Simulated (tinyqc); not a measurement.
Inputs raised by 5 %, one at a time: atomic layer deposition: Langmuir saturation, growth per cycle and coating of deep features. Computed by tinyqc, a small Python program. Command: `OMP_NUM_THREADS=1 python tinyqc.py 3017030 3017031 out.jsonl ald sens`. One thread of a shared host (Intel(R) Xeon(R) Processor @ 2.30GHz), about 0.05 s of CPU time with the checks.

Precursor A sticks only on free sites, so a long enough pulse saturates; co-reactant B then frees the sites again.

Inputs (values chosen for the exercise, modelled on zinc oxide from diethylzinc and water):
```
quantity                                  value      unit
precursor mass M                            124         u
site density q                              6.8    1/nm^2
growth per cycle at saturation G            1.6  angstrom
sticking probability beta on free sites  0.0012         -
precursor pressure p                       0.78        Pa
temperature T                               225         C
pulse time t                                4.7         s
co-reactant completion per pulse c_B      0.999         -
desorption energy E_d                      1.44        eV
purge time t_p                               19         s
aspect ratio a                               37         -
```

Feature: round hole.

Constants: u = 1.6605390666e-27 kg; k_B = 1.380649e-23 J/K; k_B = 8.617333262e-05 eV/K.

Method:
- Wall flux F = p/sqrt(2 pi M k_B T); rate of filling k_a = beta F/q; desorption k_d = 1e13 exp(-E_d/(k_B T)) per second. 1/m^2 = 1e-18/nm^2.
- Temperatures in kelvin are T(C) + 273.15.
- One cycle from coverage th0: pulse A gives th1 = th_s + (th0 - th_s) exp(-(k_a + k_d) t), th_s = k_a/(k_a + k_d); the purge leaves th2 = th1 exp(-k_d t_p); pulse B converts c_B th2 into film and leaves th3 = (1 - c_B) th2. Growth = G c_B th2.
- The periodic state has th0 = th3: th0 = (1 - c_B) e_p th_s (1 - e_a)/(1 - (1 - c_B) e_p e_a), with e_a = exp(-(k_a + k_d) t), e_p = exp(-k_d t_p).
- Share of impinging molecules used = q (th1 - th0)/(F t).
- Diffusion-limited filling (Gordon) of a round hole of diameter w: a saturation front at depth z needs dz/dt = D_K n/(z (4q/w)), with Knudsen D_K = w c/3 and F = n c/4; including the entrance and floor terms, t = (q/F)(1 + 19a/4 + 3a^2/2). Reaction-limited filling needs ln(100)/k_a at any depth, k_a = beta F/q. Flow is molecular. The front picture holds when the modulus a sqrt(beta) is well above 1.
- Depth reached by the given pulse: solve the same formula for a. Exposure = p x diffusion-limited time; 1 langmuir = 1.33322e-4 Pa s.

Runs; columns: (1) input moved; (2) from; (3) to; (4) growth per cycle (angstrom); (5) aspect ratio reached by the front in time t; (6) time to 99 % without desorption, ln(100)/k_a (s); (7) share of impinging molecules used:
```
(1)                                             (2)      (3)     (4)    (5)    (6)        (7)
base run                                          -        -  0.9385  60.16  3.156  1.715e-04
site density q (1/nm^2)                         6.8     7.14  0.9373  58.67  3.314  1.799e-04
sticking probability beta on free sites      0.0012  0.00126  0.9396  60.16  3.006  1.717e-04
pulse time t (s)                                4.7    4.935  0.9388  61.68  3.156  1.634e-04
precursor mass M (u)                            124    130.2  0.9379  59.41  3.234  1.757e-04
purge time t_p (s)                               19    19.95  0.9147  60.16  3.156  1.715e-04
growth per cycle at saturation G (angstrom)     1.6     1.68  0.9854  60.16  3.156  1.715e-04
```

Exponents ln(y'/y) / ln(x'/x); columns: (1) input; (2) growth per cycle; (3) aspect ratio reached by the front in time t; (4) time to 99 % without desorption, ln(100)/k_a; (5) share of impinging molecules used:
```
(1)                                         (2)     (3)   (4)     (5)
site density q                           -0.026  -0.513   1.0   0.974
sticking probability beta on free sites   0.023   0.000  -1.0   0.023
pulse time t                              0.006   0.513   0.0  -0.994
precursor mass M                         -0.013  -0.256   0.5   0.487
purge time t_p                           -0.526   0.000   0.0   0.000
growth per cycle at saturation G          1.000   0.000   0.0   0.000
```

Which inputs matter most for each result?

Among the inputs moved here: growth per cycle answers most in size to growth per cycle at saturation G (exponent +1.000), next to purge time t_p (-0.526). Its exponent +0.006 in pulse time t: self-limiting growth. Aspect ratio reached by the front in time t answers most in size to site density q (exponent -0.513), and about equally to pulse time t (+0.513); its exponent is below 0.0005 for sticking probability beta on free sites, purge time t_p, growth per cycle at saturation G. Its exponent +0.513 in pulse time t: the front moves as sqrt(t). Time to 99 % without desorption, ln(100)/k_a answers most in size to site density q (exponent +1.000), and about equally to sticking probability beta on free sites (-1.000); its exponent is below 0.0005 for pulse time t, purge time t_p, growth per cycle at saturation G. Its exponent -1.000 in sticking probability beta on free sites: reaction-limited filling. Share of impinging molecules used answers most in size to pulse time t (exponent -0.994), next to site density q (+0.974); its exponent is below 0.0005 for purge time t_p, growth per cycle at saturation G. Its exponent -0.994 in pulse time t: after saturation more gas is wasted.
